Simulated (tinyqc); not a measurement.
# Gate sheet resistance from two finger widths

Question. At low frequency R = Rsh Wf/(3 L) + B/Wf, where B collects the channel and vertical terms. Find Rsh, B and the width of lowest R.

Inputs (values chosen for the exercise): channel length L = 0.24 um.

input resistance of single fingers, contacted at one end, of width 0.85 and 6.4 um (ohm): [524.85294, 384.06250]

Solution. R Wf is a straight line in Wf^2; the minimum of R lies where both terms are equal.

Rsh = 36.00 ohm/square
B = 410.0 ohm um
width of lowest R = 2.864 um

Computed by the program tinyqc: `OMP_NUM_THREADS=1 python tinyqc.py 2262047 2262048 out.jsonl`, one thread of a shared Intel Xeon 2.30GHz, about 0.01 s for the whole run.
